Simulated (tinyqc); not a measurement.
# Worked calculation: charge pumping in an n-channel transistor

Computed by the program tinyqc: `OMP_NUM_THREADS=1 python tinyqc.py 2030174 2030175 out.jsonl`, one thread of a shared Intel Xeon 2.30GHz, about 0.01 s for the whole run. Printed values are rounded.

The gate is pulsed from accumulation to inversion and back. Energies E are counted from the intrinsic level; Dit(E) = D0 [1 + b (2 E/Eg)^2]. During each edge the traps near the bands emit their carriers, and those between Eh and Ee recombine once a cycle.

Parameters, values chosen for the exercise; band and dielectric values close to those of silicon:
```
symbol    value         unit                                                               meaning
T           300            K                                                           temperature
Eg          1.1           eV                                                              band gap
Nc      2.81e19        cm^-3                            conduction-band density of states at 300 K
Nv      2.62e19        cm^-3                               valence-band density of states at 300 K
A         0.082         um^2                                                             gate area
D0       9.1e10  cm^-2 eV^-1                                                trap density at midgap
b          10.3                                    rise of the trap density towards the band edges
sn        1e-15         cm^2                                           cross-section for electrons
sp      2.8e-15         cm^2                                               cross-section for holes
vth       1.6e7         cm/s  thermal velocity at 300 K, one nominal value for electrons and holes
dV         1.18            V                                                             Vth - Vfb
Va          3.9            V                                                          pulse height
f         43000           Hz                                                             frequency
tr          560           ns                                                             rise time
tf         1400           ns                                                             fall time
```

Constants: q = 1.602176634e-19 C, kB = 1.380649e-23 J/K, Vt = kB T/q. Results are converted to the units shown.

Range of the model: The Fermi levels of inversion and accumulation are taken to lie beyond Ee and Eh, the flat tops to fill all traps, and no geometric current is added.

## Emission levels

ni = sqrt(Nc Nv) exp(-Eg/(2 Vt)), Eg in volts; emission times te = (dV/Va) tf and th = (dV/Va) tr; Ee = -Vt ln(vth sn ni te), Eh = +Vt ln(vth sp ni th).

ni = 1.562825e10 cm^-3
te = 423.5897 ns
th = 169.4359 ns
Ee = 0.2366190 eV
Eh = -0.2336892 eV

The window covers 42.8 % of the gap.

## Pumped charge and current

Nit = integral of Dit from Eh to Ee = D0 [Ee - Eh + 4 b (Ee^3 - Eh^3)/(3 Eg^2)], Qcp = q A Nit, Icp = f Qcp.

Nit = 6.966202e10 cm^-2
mean Dit = 1.481199e11 cm^-2 eV^-1
traps pumped a cycle = 57.12286
Icp = 0.3935399 pA
